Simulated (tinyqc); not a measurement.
Raman shift of the zone-centre optical phonon of a diamond-structure crystal under stress: one step, computed by the program tinyqc.

Axes x, y, z are the cube axes. Strain shifts the threefold optical mode and can split it; p, q and r are the phonon deformation potentials.

Task: Secular matrix and shifts. Secular matrix: M_xx = p eps_xx + q (eps_yy + eps_zz), M_xy = 2 r eps_xy; its eigenvalues are omega^2 - omega_0^2, and the shifts are these over 2 omega_0.

Inputs (values chosen for the exercise, modelled on germanium):
```
quantity                      value  unit
unstrained frequency omega_0  300.1  1/cm
p/omega_0^2                   -1.46     -
q/omega_0^2                    -1.9     -
r/omega_0^2                   -1.07     -
```

Stress state: hydrostatic. Axis: none.

strain (per mille):
```
            x           y           z
x  -0.9688216   0.0000000   0.0000000
y   0.0000000  -0.9688216   0.0000000
z   0.0000000   0.0000000  -0.9688216
```

Give: M/(2 omega_0); shifts, in rising order.

Result:

M/(2 omega_0) (1/cm):
```
        x       y       z
x  0.7647  0.0000  0.0000
y  0.0000  0.7647  0.0000
z  0.0000  0.0000  0.7647
```

shifts, in rising order (1/cm): 0.7647  0.7647  0.7647
